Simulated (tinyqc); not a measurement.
From results back to parameters: Wannier function of the lower band of a two-orbital chain. Five cases, with inputs chosen for the exercise.

Problem. A band E(k) = H0 + 2 H1 cos(ka) + 2 H2 cos(2ka) is known at k = 0, pi/2a and pi/a. The values come from hidden hoppings; c = hbar^2/2m0.

Constants: hbar^2/2m0 = 3.80998211 eV angstrom^2.
Find: H0, H1, H2; m0/m at k = 0.

Method. H0 = (E0 + 2 E1 + E2)/4, H1 = (E0 - E2)/4, H2 = (E0 - 2 E1 + E2)/8; the curvature at k = 0 gives m0/m = -(H1 + 4 H2) a^2/c.

Case 1.

Values chosen: a = 4.3 angstrom (period).

E (eV): 0 -3.2490, pi/2a -2.3490, pi/a -0.7450

Solution.

H0, H1, H2 (eV): -2.173  -0.626  0.088

m0/m at k = 0 = 1.330

Case 2.

Values chosen: a = 4.7 angstrom (period).

E (eV): 0 -3.5540, pi/2a -2.1640, pi/a -0.7740

Solution.

H0, H1, H2 (eV): -2.164  -0.695  0.000

m0/m at k = 0 = 4.030

Case 3.

Values chosen: a = 3.6 angstrom (period).

E (eV): 0 -1.5060, pi/2a -0.1300, pi/a 0.6780

Solution.

H0, H1, H2 (eV): -0.272  -0.546  -0.071

m0/m at k = 0 = 2.823

Case 4.

Values chosen: a = 4.2 angstrom (period).

E (eV): 0 -2.8520, pi/2a -2.3900, pi/a -1.8080

Solution.

H0, H1, H2 (eV): -2.360  -0.261  0.015

m0/m at k = 0 = 0.931

Case 5.

Values chosen: a = 5.1 angstrom (period).

E (eV): 0 -1.5950, pi/2a -0.5270, pi/a 1.3490

Solution.

H0, H1, H2 (eV): -0.325  -0.736  0.101

m0/m at k = 0 = 2.266

Computed by tinyqc, one run a case: `OMP_NUM_THREADS=1 python tinyqc.py N N+1 out.jsonl` with N = 1452410, 1452464, 1452477, 1452495, 1452522; one thread of a shared Intel(R) Xeon(R) Processor @ 2.30GHz, about 0.2 s a run at most.
